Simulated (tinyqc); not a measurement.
# Off-state leakage of single and stacked transistors: two studies

n-channel devices of unit width. Subthreshold current I(Vg, Vs, Vd) = I0 (T/300 K)^0.5 exp[(Vg - Vs - VT(T) - gb (Vs - Vb) + dd (Vd - Vs))/(nf Vt)] (1 - exp(-(Vd - Vs)/Vt)), VT(T) = VT - cT (T - 300 K). Gate-edge tunnelling Ig (Vd/1 V) exp(ag (Vd - 1 V)), for a gate at 0 V, and band-to-band leakage Ab u exp(-Bb/u), u = Vd - Vb + 1 V, flow at a drain held at V; both are taken as independent of T. In a stack of off transistors (all gates at 0 V) the same subthreshold current passes through each.

Values chosen for this exercise; values of the order met in bulk silicon logic transistors:
```
symbol   value       unit                                             meaning
T          300          K                                         temperature
V          0.8          V                                      supply voltage
VT        0.27          V        threshold at 300 K, zero drain and body bias
cT         0.5       mV/K              fall of the threshold with temperature
I0        0.54      uA/um                       current at threshold at 300 K
nf        1.52                                                   slope factor
dd        0.08                                drain-induced lowering per volt
gb        0.13             rise of the threshold per volt of source-body bias
Ig      0.0008      uA/um                 gate-edge tunnelling current at 1 V
ag         5.4        1/V               exponential slope of the gate current
Ab         200  uA/(um V)      prefactor of band-to-band leakage at the drain
Bb          28          V                             its exponential voltage
Vb           0          V                                        body voltage
```

Constants: q = 1.602176634e-19 C, kB = 1.380649e-23 J/K, Vt = kB T/q. Results are converted to the units shown.

Each table varies one quantity; the others keep the values above.

## Subthreshold current against the height of the stack

All n gates at 0 V, bottom source at 0 V, top drain at V; node voltages follow from equal currents.

Result of one run:
columns A: n; B: I (nA/um); C: reduction factor; D: drain voltage of the bottom device (mV); E: source voltage of the top device (mV); F: voltage across the top device (V)
```
A       B       C       D  E        F
1  2.8553  1.0000  800.00  0  0.80000
```

What becomes of these results when the number of transistors in series n is changed from 1 to 6, all else the same?

Result of the changed run:
columns A: n; B: I (nA/um); C: reduction factor; D: drain voltage of the bottom device (mV); E: source voltage of the top device (mV); F: voltage across the top device (V)
```
A        B       C       D       E        F
6  0.13627  20.953  7.0874  98.799  0.70120
```

The whole series:
columns A: n; B: I (nA/um); C: reduction factor; D: drain voltage of the bottom device (mV); E: source voltage of the top device (mV); F: voltage across the top device (V)
```
A        B       C       D       E        F
1   2.8553  1.0000  800.00       0  0.80000
2  0.54656  5.2242  53.691  53.691  0.74631
3  0.30914  9.2362  19.539  72.197  0.72780
4  0.21674  13.174  12.250  83.728  0.71627
5  0.16723  17.075  8.9683  92.151  0.70785
6  0.13627  20.953  7.0874  98.799  0.70120
```

The second transistor cuts the current by a factor of 5.22, the third by a further 1.77 and the sixth by 1.23. The top device keeps 87.7 % of the supply at n = 6, while the drain voltage of the bottom one falls to 0.274 Vt.

## Leakage components against the threshold

Same model as above.

One transistor with Vg = Vs = 0, Vd = V; stack factor I(one)/I(two in series).

The same in every row: gate edge (nA/um) = 0.2173; band-to-band (nA/um) = 0.06318; stack factor = 5.224.

Result of one run:
```
VT (V)  subthreshold (nA/um)  total (nA/um)  largest part
0.15                   60.52          60.80  subthreshold
```

What becomes of these results when the threshold at 300 K, zero drain and body bias VT is changed from 0.15 to 0.45 V, all else the same?

Result of the changed run:
```
VT (V)  subthreshold (nA/um)  total (nA/um)  largest part
0.45                 0.02926         0.3098     gate edge
```

The whole series:
```
VT (V)  subthreshold (nA/um)  total (nA/um)  largest part
0.15                   60.52          60.80  subthreshold
0.2                    16.96          17.24  subthreshold
0.25                   4.750          5.031  subthreshold
0.3                    1.331          1.611  subthreshold
0.35                  0.3728         0.6533  subthreshold
0.4                   0.1044         0.3850     gate edge
0.45                 0.02926         0.3098     gate edge
0.5                 0.008197         0.2887     gate edge
0.55                0.002296         0.2828     gate edge
0.6                 6.433e-4         0.2812     gate edge
```

As VT goes from 0.15 to 0.6, the total leakage falls from 60.8 to 0.281 nA/um. The subthreshold part leads at VT = 0.15, the gate edge part from 0.4 on. The reduction by a stack of two stays at 5.22, for the subthreshold part alone. For VT = 0.15 the gate is within about 3 nf Vt of threshold, where the exponential law overstates the current.

Program tinyqc, `OMP_NUM_THREADS=1 python tinyqc.py 2242011 2242012 out.jsonl`; Intel Xeon 2.30GHz, shared host, one thread, about 0.04 s.
